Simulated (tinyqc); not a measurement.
Changing the impurity potential U: Koster-Slater impurity in a tight-binding band, by Green functions and by supercells. Computed by tinyqc, a small Python program. Command: `OMP_NUM_THREADS=1 python tinyqc.py 3021297 3021298 out.jsonl kosterslater sweep`. One thread of a shared host (Intel(R) Xeon(R) Processor @ 2.30GHz), about 0.04 s of CPU time with the checks.

One orbital per site, e(k) = -2 t sum cos(k_i) over 1 direction(s), band from -2 t to 2 t, lattice constant 1. One site has the extra energy U. Spin is left out.

Inputs (values chosen for the exercise, for a model band): hopping t = 1.7 eV; supercell edge N = 8 sites; energy inside the band E = 2.06 eV; broadening eta = 0.14 eV; impurity concentration c = 0.0003 per site.

Lattice: chain.

Constants: hbar = 6.582119569e-16 eV s.

Method:
- Outside the band G0(E) = sign(E)/sqrt(E^2 - 4 t^2).
- A bound state solves 1/U = G0(E).
- Bisection in ln(distance from the edge) between 1e-5 t and |U| + t. Weight on the impurity site: -1/(U^2 dG0/dE), by a central difference with step min(1e-4 t, distance/30). Decay length along an axis: 1/arccosh(1 + distance/(2 t)).
- Inside the band G0(z), z = E + i eta, comes from the chain form 1/(sqrt(y - 2t) sqrt(y + 2t)) (principal roots) at y = z.
- T = U/(1 - U G0); phase shift delta = -arg(1 - U G0) in (-pi, pi]; host density of states -Im G0/pi; on the impurity -Im[G0/(1 - U G0)]/pi; lifetime of a band state hbar/(-2 c Im T).
- In a periodic cell of N sites along each direction with Bloch vector K, the level solves 1/U = N^-d sum_k 1/(E - e(k)), k_i = (2 pi m_i + K_i)/N, m_i = 0..N-1; the outermost root on the side of U is taken (bisection). d is the number of directions. Gamma means K_i = 0, the zone corner K_i = pi, the quarter point K_i = pi/2.
- The error is measured against the isolated level E_b.

One run for each value; columns: (1) impurity potential U (eV); (2) distance from the band edge (eV); (3) weight on the impurity site; (4) decay length (sites); (5) scattering lifetime (fs); (6) width between Gamma and the corner (eV):
```
(1)            (2)     (3)    (4)    (5)        (6)
-34.000  3.077e+01  0.9950  0.334    410  5.182e-09
-20.100  1.699e+01  0.9860  0.404    416  1.961e-07
-11.900  8.976e+00  0.9615  0.509    433  6.776e-06
-7.040   4.418e+00  0.9005  0.678    477  1.907e-04
-4.160   1.973e+00  0.7743  0.970    598  3.374e-03
-2.460   7.966e-01  0.5862  1.488    932  2.678e-02
-1.460   3.002e-01  0.3946  2.397   1861  8.581e-02
-0.862   1.076e-01  0.2458  3.986   4513  1.495e-01
-0.510   3.804e-02  0.1483  6.692  12024  1.936e-01
```

Over the rows, distance from the band edge (eV) falls from 30.8 to 0.0380; weight on the impurity site falls from 0.995 to 0.148; decay length (sites) rises from 0.334 to 6.69. On a chain |E_b| = sqrt(U^2 + 4 t^2), bound by U^2/(4t) when U is small. For large |U| the scattering lifetime tends to that of a site cut out of the lattice, T = -1/G0. The supercell width shrinks as the state tightens.
